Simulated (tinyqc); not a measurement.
A transmission-line measurement read back: specific resistance of a metal-semiconductor contact and its transmission-line measurement. Computed by tinyqc, a small Python program. Command: `OMP_NUM_THREADS=1 python tinyqc.py 3013548 3013549 out.jsonl contact walk`. One thread of a shared host (Intel(R) Xeon(R) Processor @ 2.30GHz), about 0.01 s of CPU time with the checks.

The barrier is parabolic (depletion approximation), energies E are normal energies counted from the band edge in the neutral semiconductor (downwards for holes), and the bias is zero. xi is an input, held fixed when other inputs move.

Inputs (values chosen for the exercise, modelled on n-type GaAs):
```
quantity                                           value          unit
tunnelling mass m                                  0.067           m_0
permittivity eps                                    12.9             -
Richardson constant A*                              8.12  A/(cm^2 K^2)
barrier height phi_B                                0.94            eV
doping N                                         1.4e+19        1/cm^3
Fermi level above the band edge in the bulk, xi     0.26            eV
temperature T                                        300             K
sheet resistance R_sh                                180           ohm
contact length d                                      16    micrometre
contact width W                                     0.75    micrometre
```

Image-force lowering: left out.

Constants: hbar = 1.054571817e-34 J s; eps_0 = 8.8541878128e-12 F/m; m_0 = 9.1093837015e-31 kg; k_B = 8.617333262e-05 eV/K; e = 1.602176634e-19 C.

Method:
- E_00 = (e hbar/2) sqrt(N/(eps eps_0 m)); band bending E_b = phi_B + xi; depletion width w = sqrt(2 eps eps_0 E_b/(e^2 N)).
- WKB transmission for E < E_b, with a = E/E_b: D = exp{-(E_b/E_00) [sqrt(1 - a) - a ln((1 + sqrt(1 - a))/sqrt(a))]}; D = 1 above.
- At zero bias 1/rho_c = (e A*/k_B^2) int D(E) f(E) dE, f = 1/(1 + exp((E - xi)/k_B T)); 200 Gauss-Legendre points from 0 to E_b, and k_B T ln(1 + exp((xi - E_b)/k_B T)) for the part above the barrier; the share of tunnelling is the part below.
- Transmission-line model: transfer length L_T = sqrt(rho_c/R_sh); R_c = (R_sh L_T/W) coth(d/L_T). Limits: rho_c/(W d) for d << L_T, sqrt(rho_c R_sh)/W for d >> L_T.
- Transmission-line model: transfer length L_T = sqrt(rho_c/R_sh); R_c = (R_sh L_T/W) coth(d/L_T). Two contacts a gap s apart give R = 2 R_c + R_sh s/W. A straight-line fit gives R_sh from the slope and R_c from the intercept; the simple reading takes L_x = R_c W/R_sh as the transfer length and rho_c = R_sh L_x^2.

R_c W = 1678.78 ohm micrometre

contact resistance R_c = 2238.37 ohm

specific contact resistance rho_c = 1.40661e-04 ohm cm^2

Resistances:
```
gap s (micrometre)  R (ohm)
9.3                    6709
19.0                   9037
37.0                  13357
75.0                  22477
150.0                 40477
```

L_x = 9.3265 micrometre

rho_c by the simple reading = 1.5657e-04 ohm cm^2

simple reading over true value = 1.1131

What follows from these numbers?

The simple reading is 1.11 times too high, the factor coth^2(d/L_T): it holds only for d above about 2 L_T.
